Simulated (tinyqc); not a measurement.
Inside a calculation: free and nearly free electrons in a metal. Values are carried at full precision from step to step, so a last printed digit may differ when a step is redone from the rounded ones.

The cubic cell holds 4 atoms: n = 4 z/a^3, kF = (3 pi^2 n)^(1/3), EF = c kF^2/m, vF = 2 c kF/(m hbar), c = hbar^2/2m0; rs = (3/(4 pi n))^(1/3)/a0; D(EF) = 3 n/(2 EF).

Constants: hbar^2/2m0 = 3.80998211 eV angstrom^2; hbar = 6.58211957e-16 eV s; a0 (Bohr radius) = 0.5291772105 angstrom; kB = 8.617333262e-05 eV/K.

Inputs chosen for the exercise (near those of Al; not measured data):
```
symbol  value  unit          meaning
a       4.024  angstrom      fcc lattice constant
z       3                    free electrons an atom
m       1.48   m0            mass
rho     2.66   micro-ohm cm  bulk resistivity
T       320    K
V       0.47   eV            |V_G| for G = (111)
x       0.9                  k along G as a share of |G|/2
```

## The Fermi sphere

Evaluate the free-electron quantities.

n = 0.18417 1/angstrom^3
kF = 1.7601 1/angstrom
EF = 7.975 eV
vF = 1.377e+06 m/s
rs = 2.060
D(EF) per atom = 0.5642 1/eV

A mass this far above 1 is of the kind met in the specific heat (electron-phonon coupling); it understates EF and vF of the real bands.

## Relaxation time and mean free path

Drude: 1/rho = n e^2 tau/(m m0) with e = 1.602176634e-19 C and m0 = 9.1093837e-31 kg; mean free path l = vF tau; rho l = hbar kF/(n e^2) = 12 pi^3 hbar/(e^2 S) with S = 4 pi kF^2 does not depend on tau or m.

Use SI units: n in 1/m^3 (1e30 per 1/angstrom^3), rho in ohm m (1e-8 per micro-ohm cm).

tau = 10.72 fs
l = 14.76 nm
rho l = 3.926 1e-16 ohm m^2

Wires lose conductivity to surfaces and grain boundaries, with an excess that scales as rho l over the width and is of the order of rho itself at a width of l = 15 nm.

## Thermal quantities

gamma = (pi^2/3) kB^2 D(EF) per atom, times 96485.33 x 1e3 for mJ/(mol K^2); mu(T) = EF (1 - (pi kB T/EF)^2/12); Wiedemann-Franz kappa = L0 T/rho with L0 = (pi^2/3) (kB/e)^2, kB/e in V/K.

gamma = 1.330 mJ/(mol K^2)
mu - EF = -0.0784 meV
kappa = 294 W/(m K)

## The sphere against the zone faces

Take G = (hkl) 2 pi/a for (111), (200) and (220), with the number of equivalent faces. The Bragg plane of G lies at |G|/2 with |G| = (2 pi/a) sqrt(h^2 + k^2 + l^2). Where kF exceeds it, the sphere cuts the plane in a circle of radius sqrt(kF^2 - G^2/4).

Distance and circle for each G:
```
G      faces  |G|/2 (1/angstrom)  kF/(|G|/2)  circle radius
(111)      8              1.3522      1.3016         1.1267
(200)      6              1.5614      1.1273         0.8124
(220)     12              2.2082      0.7971              -
```

The sphere crosses the (111) and (200) faces, so electrons spill into higher zones.

## Two plane waves near the face

Two plane waves k and k - G, G = (111) (2 pi/a): H = [[c k^2/m, V], [V, c (k - G)^2/m]] with c = hbar^2/2m0.

Build H for k along G, diagonalise, and give the weight of the first wave in the lower state and its velocity along G relative to a free electron, (w k + (1 - w)(k - G))/k.

H (eV):
$$\begin{pmatrix}
3.8129 & 0.4700 \\
0.4700 & 5.6958
\end{pmatrix}$$

levels (eV): [3.7021, 5.8066]

w = 0.9474
v/v_free = 0.8830

The splitting is 2.104 eV here and 2V = 0.94 eV on the face, where the normal velocity vanishes. There the lower band lies at 4.237 eV and the upper at 5.177 eV, both below the free EF of 7.975 eV: the face centre is filled in both bands and band 2 holds electrons here, while band 1 may keep holes at the zone corners.

## Checks

- Lower level against the closed form of the 2 x 2 problem (eV): both 3.7021.
- The product rho l against hbar kF/(n e^2) (1e-16 ohm m^2): both 3.926.

tinyqc: `OMP_NUM_THREADS=1 python tinyqc.py 1680333 1680334 out.jsonl`; about 0.01 s, one thread, shared Intel(R) Xeon(R) Processor @ 2.30GHz.
